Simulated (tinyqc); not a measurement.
# Thermionic-field emission through a Schottky barrier, WKB, step by step

Computed by the program tinyqc: `OMP_NUM_THREADS=1 python tinyqc.py 2640088 2640089 out.jsonl`, one thread of a shared Intel Xeon 2.30GHz, about 0.01 s for the whole run. Printed values are rounded.

Metal on an n-type semiconductor with one parabolic valley; V > 0 is forward bias (metal positive). Energies E are counted from the conduction edge of the neutral semiconductor, whose Fermi level lies at -xi; that of the metal lies at -xi - V. The barrier is a parabola of height Vd = phi - xi - V (depletion approximation, no image force).

Values chosen for this exercise; band and dielectric values close to those of In0.53Ga0.47As:
- T = 300 K (temperature)
- me = 0.0412 m0 (electron mass)
- eps_r = 13.8 (relative permittivity)
- phi = 0.48 eV (barrier height seen from the metal)
- Nd = 1.1e19 cm^-3 (donor density)
- V = 0.22 V (bias)
- nE = 15 (points of the energy grid)
- Eb = 0.85 eV (upper end of the energy grid)

Constants: q = 1.602176634e-19 C, kB = 1.380649e-23 J/K, hbar = 1.054571817e-34 J s, h = 6.62607015e-34 J s, m0 = 9.1093837015e-31 kg, Vt = kB T/q, eps0 = 8.8541878128e-14 F/cm where lengths are in cm. Results are converted to the units shown.

Range of the model: The depletion approximation, a parabolic band and the neglect of image-force lowering make these currents estimates at high doping.

## Fermi level, barrier and E00

Nc = 2 (2 pi me m0 kB T/h^2)^1.5 (times 1e-6 for cm^-3); Nd = Nc F12(-xi/Vt), F12(x) = (2/sqrt(pi)) int_0^infinity sqrt(u)/(1 + exp(u - x)) du; E00 = (hbar/2) sqrt(Nd/(me m0 eps0 eps_r)) in SI units (volts). W = sqrt(2 eps0 eps_r Vd/(q Nd)).

Nc = 2.09854e17 cm^-3
xi = -0.436496 eV
Vd = 0.696496 V
W = 9.82736 nm
E00 = 81.6649 meV
E00/Vt = 3.15894

By a common rule of thumb, E00/Vt below 0.5 marks thermionic emission, 0.5 to 5 thermionic-field emission and above 5 field emission. By that rule alone: thermionic-field emission; with a high barrier, tunnelling near its top can carry most of the current even below 0.5.

## Current density on a coarse grid

For E < Vd, ln T(E) = -(Vd/E00) [sqrt(1 - y) - y ln((1 + sqrt(1 - y))/sqrt(y))], y = E/Vd; T(E) = 1 above. J = A* T (q/kB) int_0^infinity T(E) N(E) dE, N = ln[(1 + exp((-xi - E)/Vt))/(1 + exp((-xi - V - E)/Vt))], A* = 4 pi q me m0 kB^2/h^3 (times 1e-4 for A/(cm^2 K^2)). Simpson's rule on nE equally spaced points from 0 to Eb.

```
point	E (eV)	T(E)	N	T(E) N
0	0.000000	1.97710e-4	8.50975	0.00168246
1	0.060714	0.00117914	8.50757	0.0100316
2	0.121429	0.00412820	8.48501	0.0350279
3	0.182143	0.0116778	8.27514	0.0966352
4	0.242857	0.0285287	7.18285	0.204918
5	0.303571	0.0620507	5.11373	0.317310
6	0.364286	0.122174	2.84937	0.348120
7	0.425000	0.219831	0.939703	0.206576
8	0.485714	0.363173	0.138859	0.0504299
9	0.546429	0.551159	0.0141274	0.00778642
10	0.607143	0.764628	0.00135795	0.00103833
11	0.667857	0.953319	1.29776e-4	1.23718e-4
12	0.728571	1	1.23955e-5	1.23955e-5
13	0.789286	1	1.18389e-6	1.18389e-6
14	0.850000	1	1.13073e-7	1.13073e-7
```

J = 1.33766e6 A/cm^2

The integrand peaks at E = 0.364 eV among these points, 0.52 of the barrier height. A converged quadrature gives 1.339e6 A/cm^2 (this grid is 0.076 % below that), of which 0.0014 % passes over the barrier.
